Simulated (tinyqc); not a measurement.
## Contact resistivity and sheet resistance from two contact lengths

Inverse problem. Rc = [sqrt(rc Rsh)/Wc] coth(Lc/(2 LT)), LT = sqrt(rc/Rsh), Wc = 24 nm; the second contact is twice as long as the first. Find LT, rc and Rsh.

Rc for Lc = 34 and 68 nm (ohm): [894.982906, 534.880614]

Solution. With t = tanh(Lc/(2 LT)) for the shorter contact, the resistance of the longer over that of the shorter is (1 + t^2)/2. Then sqrt(rc Rsh) = Rc t Wc, and rc and Rsh follow by multiplying and dividing by LT.

LT = 35.82 nm
rc = 3.400e-9 ohm cm^2
Rsh = 265.0 ohm

Program tinyqc, `OMP_NUM_THREADS=1 python tinyqc.py 2170086 2170087 out.jsonl`; Intel Xeon 2.30GHz, shared host, one thread, about 0.04 s.
